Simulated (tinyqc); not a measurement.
The 3-omega method: a line heater on a substrate with a thin film: one step, computed by the program tinyqc.

A current at angular frequency omega = 2 pi f heats the line at 2 omega with the amplitude P per length; the temperature swing Delta T at 2 omega gives a voltage at 3 omega. The substrate is taken as semi-infinite and isotropic, and the heat capacity of heater and film is left out.

Problem. Temperature swing of the bare substrate. Delta T_s = (P/(pi kappa)) int_0^infinity (sin x/x)^2 / sqrt(x^2 + (q b)^2) dx with (q b)^2 = i |q b|^2, averaged over the heater width (12 Gauss-Legendre points on each of the pieces 0, 14 log-spaced edges from 1e-5 to 1, and multiples of pi to 40 pi; the tail adds 1/(4 (40 pi)^2)). For |q| b much below 1: Delta T_s = (P/(pi kappa)) [-ln(|q| b) + eta - i pi/4], eta = 3/2 - C_E = 0.92278, with Euler's C_E = 0.5772157.

Inputs (values chosen for the exercise, modelled on hafnia on gallium oxide): substrate conductivity kappa = 21.8 W/(m K); substrate heat capacity C = 3.37 1e6 J/(m^3 K); heater half-width b = 22 micrometre; power amplitude per length P = 6 W/m; current frequency f = 240 Hz.

|q| b = 0.4750288

Give: in-phase Delta T_s; out-of-phase Delta T_s; in-phase, narrow-line form; out-of-phase, narrow-line form.

Solution.

in-phase Delta T_s = 0.1485 K

out-of-phase Delta T_s = -0.06298 K

in-phase, narrow-line form = 0.1461 K

out-of-phase, narrow-line form = -0.06881 K

The narrow-line form misses the in-phase part by -1.64 % and the out-of-phase part by +9.2 % at |q| b = 0.475.
